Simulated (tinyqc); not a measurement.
# A barrier in a uniform field, exact transmission by Airy functions: effects of single changes

The left lead has its band edge at 0, the barrier edge falls as U(x) = U0 - F x with F = V/d for 0 < x < d, and the right lead has its edge at -V. No transverse momentum; C = hbar^2/(2 m0); psi and psi'/m are continuous. M carries (psi, psi'/m) across the barrier.

Parameters, values chosen for the exercise; masses and offsets close to those of InGaAs wells and InAlAs barriers; the mass of the right lead is set freely: mass in the left lead mL = 0.041 m0; barrier edge at x = 0 U0 = 0.51 eV; mass in the barrier m1 = 0.075 m0; electron energy E = 0.156 eV; barrier width d = 7.5 nm; voltage across the barrier V = 0.13 V; mass in the right lead mR = 0.025 m0.

Constants: q = 1.602176634e-19 C, hbar = 1.054571817e-34 J s, m0 = 9.1093837015e-31 kg, hbar^2/(2 m0) = 0.0380998212 eV nm^2. Results are converted to the units shown.

Each table varies one quantity; the others keep the values above.

## Effect of the emitter mass

Energy scale e = (C F^2/m1)^(1/3), z(x) = (U(x) - E)/e, s = (dz/dx)/m1 = -F/(e m1); v = k/m in a lead. With a = Ai, a' = Ai', b = Bi, b' = Bi' at z1 (left edge) and z2 (right edge): M11 = pi (a2 b1' - b2 a1'), M12 = (pi/s)(b2 a1 - a2 b1), M21 = pi s (a2' b1' - b2' a1'), M22 = pi (b2' a1 - a2' b1). With M acting on (psi, psi'/m) and v = k/m in each lead, T(E) = 4 vL vR/[(vL vR M12 - M21)^2 + (vR M11 + vL M22)^2]. WKB: exp(-S), S = (4/(3 F)) sqrt(m1/C) [max(U0 - E, 0)^1.5 - max(U0 - F d - E, 0)^1.5].

The same in every row: exp(-S) = 1.250e-5.

Effect of the emitter mass:
```
mL (m0),vL (1/nm),"T(E), exact",ratio
0.019,14.68,3.938e-5,3.150
0.03,11.68,4.099e-5,3.279
0.047,9.334,4.055e-5,3.244
0.074,7.438,3.817e-5,3.053
0.12,5.841,3.410e-5,2.728
0.18,4.769,3.005e-5,2.404
0.29,3.758,2.520e-5,2.016
0.45,3.016,2.102e-5,1.681
```

What does the comparison show?

WKB does not see the lead: exp(-S) stays at 1.25e-5. The ratio of exact to WKB goes from 3.15 through a maximum of 3.28 (at mL = 0.03 m0 among the rows listed) to 1.68; K/m1 at the left edge is 11.1 1/nm, and vL passes from 14.7 to 3.02 1/nm. The match at the entrance is best where vL is near K/m1.

## Effect of the width at fixed voltage

Same model as above.

Results:
```
d (nm),"T(E), exact",exp(-S),ratio
3.8,0.01081,0.003279,3.296
4.9,0.002061,6.261e-4,3.292
7.3,5.529e-5,1.689e-5,3.273
8.5,9.062e-6,2.774e-6,3.266
9.6,1.728e-6,5.297e-7,3.262
10.8,2.834e-7,8.701e-8,3.257
12,4.651e-8,1.429e-8,3.254
```

Estimate the missing row, d = 6.1 nm.

Computed row:
```
d (nm),"T(E), exact",exp(-S),ratio
6.1,3.375e-4,1.028e-4,3.282
```

With this row back in the table: The exact T(E) falls from 0.0108 to 4.65e-8, on average 0.654 decades a nanometre; WKB loses 0.654, the same in every interval because S is proportional to d at fixed V. The ratio lies between 3.25 and 3.30.

## Staircase approximation against the exact result

For the pair (psi, psi'/m) a flat layer has M = [[cos kd, (m/k) sin kd], [-(k/m) sin kd, cos kd]] with k = sqrt(m (E - U)/C) above its edge U, and M = [[cosh Kd, (m/K) sinh Kd], [(K/m) sinh Kd, cosh Kd]] with K = sqrt(m (U - E)/C) below it. The sloping barrier is cut into n slices of width d/n, each flat at U(x) of its centre, later slices to the left in the product. The error is against the Airy result: Energy scale e = (C F^2/m1)^(1/3), z(x) = (U(x) - E)/e, s = (dz/dx)/m1 = -F/(e m1); v = k/m in a lead.

Staircase approximation against the exact result:
```
n,T(E),error (%)
1,4.2381e-5,3.62
2,4.1642e-5,1.82
4,4.1149e-5,0.612
8,4.0968e-5,0.168
16,4.0917e-5,0.0431
32,4.0903e-5,0.0108
64,4.0900e-5,2.71e-3
128,4.0899e-5,6.79e-4
```

Read the table: what changes, and by how much?

The exact value is 4.0899e-5. One slice is off by 3.6 % and 128 slices by 6.8e-4 %; the last doubling cuts the error by a factor of 4.0, as expected of a second-order rule. The error stays below 1 % from n = 4 on.

Range of the model: Masses are held fixed, although real bands cease to be parabolic a few tenths of an eV from their edges.

Computed by the program tinyqc: `OMP_NUM_THREADS=1 python tinyqc.py 2580028 2580029 out.jsonl`, one thread of a shared Intel Xeon 2.30GHz, about 0.01 s for the whole run.
